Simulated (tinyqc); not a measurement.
Arrhenius plot: admittance spectroscopy and thermally stimulated current of one trap level in a depletion layer. Computed by tinyqc, a small Python program. Command: `OMP_NUM_THREADS=1 python tinyqc.py 3111581 3111582 out.jsonl admit walk`. One thread of a shared host (Intel(R) Xeon(R) Processor @ 2.30GHz), about 0.01 s of CPU time with the checks.

A Schottky junction on n-type material holds one donor-like electron trap; shallow donors are fully ionised and abrupt depletion edges are assumed.

Inputs (values chosen for the exercise, modelled on n-type germanium):
```
quantity,value,unit
density-of-states mass m,0.562,m_0
shallow doping N,1.7e+16,1/cm^3
trap density N_t,7.4e+15,1/cm^3
trap depth E_t below the band,0.213,eV
capture cross section sigma,5.1e-17,cm^2
test frequency f,400,Hz
```

Constants: k_B = 1.380649e-23 J/K; m_0 = 9.1093837015e-31 kg; h = 6.62607015e-34 J s; k_B = 8.617333262e-05 eV/K.

Method:
- N_c = 2 (2 pi m k_B T/h^2)^(3/2), v_th = sqrt(3 k_B T/m), emission rate e_n = sigma v_th N_c exp(-E_t/(k_B T)).
- Where the level crosses the Fermi level capture equals emission, so the trap follows the signal with the rate 2 e_n; G/omega peaks at omega = 2 e_n (the correction for large N_t/N is left out).
- Solve 2 e_n(T_p) = 2 pi f.
- T_p for 0.1, 0.3, 1, 3 and 10 f; least-squares lines of ln(e_n/T^2) and of ln(e_n) against 1/(k_B T), e_n = pi f; sigma = exp(intercept)/(v_th N_c/T^2).

peak temperature T_p = 169.594 K

Peaks:
```
f (Hz),T_p (K),1/(k_B T) (1/eV),ln(e_n/T^2),ln(e_n)
40,148.77,78.005,-5.1711,4.8336
120,158.06,73.417,-4.1938,5.9322
400,169.59,68.425,-3.1306,7.1362
1200,181.58,63.909,-2.1686,8.2348
4000,196.67,59.006,-1.1243,9.4388
```

depth from e_n/T^2 = 0.213 eV

cross section from the intercept = 5.10e-17 cm^2

depth without the T^2 = 0.24235 eV

What follows from these numbers?

Leaving out T^2 adds 29 meV, near 2 k_B T_p = 29 meV. Caution: N_t/N is not small, so the peak moves away from omega = 2 e_n.

Extremes, crossings and ranges named in words are read from the listed rows.
